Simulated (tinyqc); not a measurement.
Capacitance of parallel on-chip lines from Laplace's equation on a mesh: one step of the calculation.

Cross-section of an endless row of equal lines between two grounded planes; neighbours are driven in antiphase (+1 V and -1 V), so the plane midway between two lines is at 0 V. By symmetry one quarter is solved: x runs from the centre of a line (column 0, mirror) to that midplane (column 4, 0 V), y from the mid-height of the line (row 0, mirror) to the ground plane (row 4, 0 V). The line fills columns 0 to 2 and rows 0 to 2 at 1 V. Cells beside the line (below row 2) have e2, cells above have e1. Each link between nodes has the conductance g = mean permittivity of the two cells beside it (a cell beyond a mirror counts as 0), and the free nodes obey sum g (V_neighbour - V) = 0.

Problem. Capacitance per length. C = 4 eps0 sum g (difference of V)^2 over all links (twice the energy of the four quarters, line at 1 V). Plate estimate without fringing: eps0 [2 e1 w/hd + 2 e2 t/(s/2)], w = 4 hx, t = 4 hx, s/2 = 2 hx, hd = 2 hx.

Inputs (values chosen for the exercise):
- e1 = 2.4 (relative permittivity above and below the lines)
- e2 = 2.4 (relative permittivity between the lines)

Constants: eps0 = 8.8541878128e-12 F/m. Results are converted to the units shown.

converged V (V):
```
,col 0,col 1,col 2,col 3,col 4
row 0,1.0000000,1.0000000,1.0000000,0.4888889,0.0000000
row 1,1.0000000,1.0000000,1.0000000,0.4777778,0.0000000
row 2,1.0000000,1.0000000,1.0000000,0.4222222,0.0000000
row 3,0.4888889,0.4777778,0.4222222,0.2111111,0.0000000
row 4,0.0000000,0.0000000,0.0000000,0.0000000,0.0000000
```

gx:
```
,col 0,col 1,col 2,col 3
row 0,1.2,1.2,1.2,1.2
row 1,2.4,2.4,2.4,2.4
row 2,2.4,2.4,2.4,2.4
row 3,2.4,2.4,2.4,2.4
row 4,1.2,1.2,1.2,1.2
```

gy:
```
,col 0,col 1,col 2,col 3,col 4
row 0,1.2,2.4,2.4,2.4,1.2
row 1,1.2,2.4,2.4,2.4,1.2
row 2,1.2,2.4,2.4,2.4,1.2
row 3,1.2,2.4,2.4,2.4,1.2
```

Find: C; plate estimate.

Solution.

C = 230.44 aF/um
plate estimate = 170.00 aF/um

Computed by the program tinyqc: `OMP_NUM_THREADS=1 python tinyqc.py 2790130 2790131 out.jsonl`, one thread of a shared Intel Xeon 2.30GHz, about 1 s for the whole run.
